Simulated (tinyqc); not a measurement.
Small-signal admittance of a forward-biased p+-n diode: effect of the width of the neutral base.

Holes injected into a neutral base of width wb with an ohmic contact at its end; low injection, p0 far above the equilibrium density. A small voltage v exp(i w t), w = 2 pi f, modulates the edge density by p0 v/Vt, and the small-signal density obeys Dp d2p/dx2 = (1/tau + i w) p.

L = sqrt(Dp tau); direct current J = (q Dp p0/L) coth(wb/L); k = sqrt(1 + i w tau)/L; diffusion admittance Y = (q Dp p0/Vt) k coth(k wb) = G + i w C_diff; junction capacitance C_j = sqrt(q eps0 eps_r Nd/(2 Vr)) in the depletion approximation, with the remaining barrier Vr = Vt ln(Na/p0), a rough value under forward bias; base-width modulation is left out. Measured admittance 1/[Rs + 1/(Y + i w C_j)].

Inputs (values chosen for the exercise); permittivity close to that of gallium arsenide:
- T = 275 K (temperature)
- eps_r = 12.9 (relative permittivity)
- Nd = 1e16 cm^-3 (donor density of the base)
- Dp = 6.8 cm^2/s (hole diffusion coefficient)
- tau = 3e-7 s (hole lifetime)
- p0 = 1.3e13 cm^-3 (excess hole density at the junction edge)
- Na = 5e18 cm^-3 (acceptor density of the p+ side)
- Rs = 0.0015 ohm cm^2 (series resistance)
- f = 5e5 Hz (signal frequency)

Constants: q = 1.602176634e-19 C, kB = 1.380649e-23 J/K, Vt = kB T/q, eps0 = 8.8541878128e-14 F/cm where lengths are in cm. Results are converted to the units shown.

The same in every row: w tau = 0.94248; C_j (uF/cm^2) = 0.054794.

Effect of the width of the neutral base:
```
wb (um),G (S/cm^2),C_diff (uF/cm^2),measured G (S/cm^2),measured C (uF/cm^2),phase of the measured Y (degrees)
0.71,8.4247,0.0020794,8.3196,0.055463,1.1998
1.4,4.2827,0.0040964,4.2554,0.058141,2.4578
2.8,2.1619,0.0081614,2.1549,0.062549,5.2103
5.6,1.1219,0.016075,1.1201,0.070632,11.206
11,0.64993,0.029828,0.64940,0.084457,22.224
22,0.47486,0.048447,0.47468,0.10309,34.306
43,0.45506,0.057260,0.45494,0.11190,37.695
86,0.45591,0.057610,0.45579,0.11225,37.730
```

As wb goes from 0.71 to 86, G goes from 8.42 through a minimum of 0.455 (at wb = 43 among the rows listed) to 0.456 S/cm^2, C_diff rises from 0.00208 to 0.0576 uF/cm^2 and the measured C rises from 0.0555 to 0.112 uF/cm^2. C_diff exceeds C_j for wb = 43, 86.

Numbers from tinyqc (`OMP_NUM_THREADS=1 python tinyqc.py 2890215 2890216 out.jsonl`; about 0.01 s on one thread of a shared Intel Xeon 2.30GHz).
